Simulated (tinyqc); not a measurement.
Width of the well: finite square well with mass mismatch (envelope functions).

A square well of width L and depth V0, mass mw inside and mb outside, energies from the bottom of the well, c = hbar^2/2m0. k = sqrt(mw E/c), kappa = sqrt(mb (V0 - E)/c). psi and psi'/m are continuous at the walls (BenDaniel-Duke), so level n solves k L + 2 atan[(k/mw)/(kappa/mb)] = n pi.

Constants: hbar^2/2m0 = 3.80998211 eV angstrom^2.

Parameters, chosen for this exercise (near those of an InGaAs well in InAlAs; shifted at random, so the results belong to these values and not to a real crystal): V0 = 0.533 eV (barrier height); mw = 0.0399 m0 (mass in the well); mb = 0.073 m0 (mass in the barrier); Ls = (21, 32, 47, 71, 106, 160, 239) angstrom (widths).

Levels against L, beside the infinite well E1(hard) = c (pi/L)^2/mw; Pb is the probability of level 1 in the barriers; a dash marks an unbound level.

Levels:
```
L (angstrom)  bound levels  E1 (eV)  E2 (eV)  E1(hard) (eV)     Pb
21                       1   0.2959        -         2.1370  0.355
32                       1   0.2078        -         0.9203  0.204
47                       2   0.1385   0.5117         0.4266  0.110
106                      3   0.0468   0.1886         0.0839  0.022
160                      4   0.0245   0.0985         0.0368  0.008
239                      6   0.0125   0.0499         0.0165  0.003
```

Give the missing row, L (angstrom) = 71.

Computed row:
```
L (angstrom)  bound levels  E1 (eV)  E2 (eV)  E1(hard) (eV)     Pb
71                       2   0.0828   0.3319         0.1870  0.051
```

The infinite well overestimates E1 by a factor 7.22 at 21 angstrom and 1.33 at 239 angstrom. The local exponent d ln E1/d ln L goes from -0.84 (first two rows) to -1.69 (last two), towards the -2 of hard walls, as Pb falls from 0.355 to 0.003. E2 - E1 is largest at 47 angstrom of the widths listed. Non-parabolicity, which grows with the level, already counts at a few tenths of an eV, and levels above about 0.5 eV lie beyond a parabolic band.

Computed by tinyqc, a small Python program: `OMP_NUM_THREADS=1 python tinyqc.py 1282595 1282596 out.jsonl` (the numbers bound the seed that draws the inputs); one thread of a shared host (Intel(R) Xeon(R) Processor @ 2.30GHz), about 0.01 s for the whole set of steps.
